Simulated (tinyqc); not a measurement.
What each parameter does: strained quantum well: band edges, subbands and transparency.

Growth on (001), barriers unstrained: tr(e) = e (2 - nu2), Z = b e (1 + nu2); Ec = Ev + Eg + ac tr(e), E_HH = Ev + av tr(e) + Z, E_LH = Ev + av tr(e) - Z (coupling to the split-off band left out).

Masses along z: me, 1/(g1 - 2 g2) for HH, 1/(g1 + 2 g2) for LH, likewise in the barrier; in the plane me, 1/(g1 + g2) for HH and 1/(g1 - g2) for LH (no mixing, which understates the hole masses away from k = 0). Level n solves k L + 2 atan[(k/m)/(kappa/mb)] = n pi, k = sqrt(m E/c), kappa = sqrt(mb (V - E)/c), c = hbar^2/2m0.

Transparency (Bernard-Duraffourg): Fc - Fv equals the lowest transition energy with n = p, n = sum m/(2 pi c) kB T ln(1 + exp((Fc - E)/kB T)) and p likewise over the listed subbands; c = hbar^2/2m0, 1/angstrom^2 = 1e16/cm^2.

Constants: hbar^2/2m0 = 3.80998211 eV angstrom^2; kB = 8.617333262e-05 eV/K; hc = 1239.841984 eV nm.

Parameters, chosen for this exercise (near those of an InGaAs/InP well; the results hold for these values, not for the real material):
- e = 0.0004 (strain in the plane)
- nu2 = 0.997 (2 C12/C11)
- Eg = 0.724 eV (unstrained gap of the well)
- Ev = -0.594 eV (its valence edge)
- ac = -6.06 eV
- av = 1.08 eV (Ev moves by av tr(e))
- b = -1.89 eV (shear potential)
- Egb = 1.348 eV (gap of the barrier)
- Evb = -0.94 eV (its valence edge)
- L = 102 angstrom (well width)
- me = 0.043 m0 (electron mass)
- g1 = 13.88 (gamma1)
- g2 = 5.47 (gamma2)
- meb = 0.08 m0
- g1b = 5.08
- g2b = 1.6
- T = 350 K (temperature)

Edge wavelength, hh1 - lh1 and n_tr.

One parameter was then changed.

Results before and after:
```
case     wavelength (nm)  hh1 - lh1 (meV)  n_tr (1e12/cm^2)
base              1610.6             27.0             0.657
changed           1651.7             27.0             0.655
```

Which of these changes was made? (a) e = -0.0016; (b) g1 = 14.71; (c) ac = -5.45 eV; (d) b = -2.17 eV; (e) Eg = 0.704 eV; (f) T = 390 K; (g) L = 112 angstrom; (h) me = 0.0473 m0.

Answer: (e) Eg = 0.704 eV. Of the candidates, run in turn, only this one gives the changed row.

All candidates:
```
case              wavelength (nm)  hh1 - lh1 (meV)  n_tr (1e12/cm^2)
base                       1610.6             27.0             0.657
L = 112 angstrom           1623.3             23.6             0.689
e = -0.0016                1597.6             41.7             0.617
Eg = 0.704 eV              1651.7             27.0             0.655
b = -2.17 eV               1610.1             26.5             0.658
ac = -5.45 eV              1610.1             27.0             0.657
me = 0.0473 m0             1613.9             27.0             0.698
g1 = 14.71                 1607.2             25.8             0.631
T = 390 K                  1610.6             27.0             0.759
```

Program tinyqc; command `OMP_NUM_THREADS=1 python tinyqc.py 1251615 1251616 out.jsonl`; about 0.01 s on one thread of a shared Intel(R) Xeon(R) Processor @ 2.30GHz.
